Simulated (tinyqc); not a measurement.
Cooling rate: nucleation and growth of vacancy voids in a cooling silicon-like crystal. Computed by tinyqc, a small Python program. Command: `OMP_NUM_THREADS=1 python tinyqc.py 3025153 3025154 out.jsonl voids walk`. One thread of a shared host (Intel(R) Xeon(R) Processor @ 2.30GHz), about 0.4 s of CPU time with the checks.

Spherical voids; vacancies are lost only to voids.

Inputs (values chosen for the exercise, close to those used for silicon):
```
quantity,value,unit
vacancy density at the melting point C_m,5.9e+14,1/cm^3
formation energy E_f,3.86,eV
melting point T_m,1685,K
diffusion prefactor D0,0.00031,cm^2/s
migration energy E_m,0.47,eV
site density rho,5e+22,1/cm^3
void surface energy gamma,0.893,J/m^2
cooling rate q,0.85,K/min
vacancy excess C0,2.6e+13,1/cm^3
temperature step,0.2,K
```

Vacancy supply: given.

Constants: k_B = 8.617333262e-05 eV/K; k_B = 1.380649e-23 J/K.

Method:
- C = C0 as given.
- C_e = C_m exp[-(E_f/k_B)(1/T - 1/T_m)]; D = D0 exp(-E_m/(k_B T)); f = k_B T ln(C/C_e); r* = 2 gamma/(rho f); W* = 16 pi gamma^3/(3 rho^2 f^2); Z = f/sqrt(12 pi W* k_B T); I = rho Z (4 pi r* D C) exp(-W*/(k_B T)).
- March down from 1500 K in steps dT, dt = dT/q, with values at the upper end of each step: a class of I dt voids is born with r*; then all classes grow by r^2 += 2 D (C - C_e) dt/rho; C falls by the vacancies added to voids. Stop at 1150 K. T_n is the T of the largest I, N the final count (classes under 1e-6 /cm^3 are dropped), and the mean radius the number average.

initial excess C = 2.60e+13 1/cm^3

At fixed C:
```
q (K/min),T_n (K),N (1/cm^3),mean radius (nm)
0.085,1330.2,3.0222e+05,73.776
0.210,1325.8,1.1537e+06,47.173
0.420,1322.2,3.2201e+06,33.485
0.850,1318.4,9.1446e+06,23.630
1.700,1314.4,2.5507e+07,16.775
3.400,1310.2,7.1083e+07,11.911
8.500,1304.2,2.7480e+08,7.580
```

What follows from these numbers?

Over the rows N goes as q^1.48 and the radius as q^-0.49, near the 3/2 and -1/2 of the scaling argument (depletion time 1/(4 pi N r D) equal to the time in the nucleation range, at fixed N r^3). T_n drops only 26 K for a factor 100 in q. Fast cooling gives many small voids, which an anneal can dissolve.

Extremes, crossings and ranges named in words are read from the listed rows.
